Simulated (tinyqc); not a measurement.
## Permittivity and interlayer from two capacitances

Inverse problem. A two-layer stack has Cox = eps0/(t1/e1 + t2/e2) and EOT = 3.9 eps0/Cox. Find e2, the EOT of layer 1 and, with e1 given, t1.

Inputs (values chosen for the exercise): relative permittivity of layer 1 e1 = 3.86.

Constants: eps0 = 8.8541878128e-14 F/cm where lengths are in cm. Results are converted to the units shown.

Cox at t2 = 1.7 and 8.2 nm (uF/cm^2): [2.2852029, 1.3016075]

Solution. EOT is linear in t2 with slope 3.9/e2, and its intercept is the EOT of layer 1.

e2 = 22.2
EOT of layer 1 = 1.21 nm
t1 = 1.20 nm

Program tinyqc, `OMP_NUM_THREADS=1 python tinyqc.py 2010035 2010036 out.jsonl`; Intel Xeon 2.30GHz, shared host, one thread, about 0.01 s.
